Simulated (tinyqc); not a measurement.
Mobility and doping from two currents.

Inverse problem. A trap-free film with injecting contacts is fitted, with diffusion neglected, by J = q mu N V/Lf + (9/8) eps0 eps_r mu V^2/Lf^3. Find mu, N and the voltage at which both terms are equal.

Parameters, values chosen for the exercise:
- eps_r = 9.38 (relative permittivity)
- Lf = 900 nm (film thickness)

Constants: q = 1.602176634e-19 C, eps0 = 8.8541878128e-14 F/cm where lengths are in cm. Results are converted to the units shown.

J at 2.8 and 17 V (A/cm^2): 145.35230  2646.0498

Solution. J/V is a straight line in V: the slope gives mu and the intercept mu N.

mu = 5.700 cm^2/(V s)
N = 3.100e15 cm^-3
crossover voltage = 4.306 V

Numbers from tinyqc (`OMP_NUM_THREADS=1 python tinyqc.py 2730043 2730044 out.jsonl`; about 0.9 s on one thread of a shared Intel Xeon 2.30GHz).
